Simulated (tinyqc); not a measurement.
Raising U: Hubbard chain of 2 sites, mean field against exact. Computed by the program tinyqc. Command: `OMP_NUM_THREADS=1 python tinyqc.py 110268 110269 out.jsonl`; one thread of a shared host (Intel(R) Xeon(R) Processor @ 2.60GHz), about 4 s.

one-body matrix (hopping and site energies) (eV):
```
         1        2
1  -0.3800  -1.8100
2  -1.8100   0.1400
```

electrons, up and down: 1  1

Collinear unrestricted mean field (the lowest of 40 random starts) against exact diagonalisation.

Exact and mean-field results (eV):
```
U          U/t   E exact  E mean field  mean |n_up - n_down|  double occupancy, exact  first gap in the sector
0.910    0.503  -3.46227      -3.43477                 0.000                    0.223                    3.222
1.810    1.000  -3.08850      -2.97986                 0.000                    0.193                    2.849
3.620    2.000  -2.49007      -2.06866              2.57e-05                    0.140                    2.250
5.430    3.000  -2.05749      -1.45436                 0.741                    0.101                    1.817
7.240    4.000  -1.74399      -1.14875                 0.865                    0.074                    1.504
10.860   6.000  -1.33795      -0.84458                 0.942                    0.042                    1.098
14.480   8.000  -1.09550      -0.69305                 0.968                    0.026                    0.855
21.720  12.000  -0.82776      -0.54183                 0.986                    0.013                    0.588
36.200  20.000  -0.59852      -0.42104                 0.995                 4.86e-03                    0.359
```

In absolute terms mean field is worst at U/t = 3.0, 0.603 eV too high: at small U it is nearly exact, and at large U it misses only exchange-scale energies. Its local moments set in at U/t = 3.0 of those listed, a broken symmetry that the exact state of a finite cluster with equal spins does not have. Relative to the exact energy its error is 0.8 % at the smallest U, 37 % at most and 30 % at the largest. The double occupancy falls from 0.223 to 0.005.
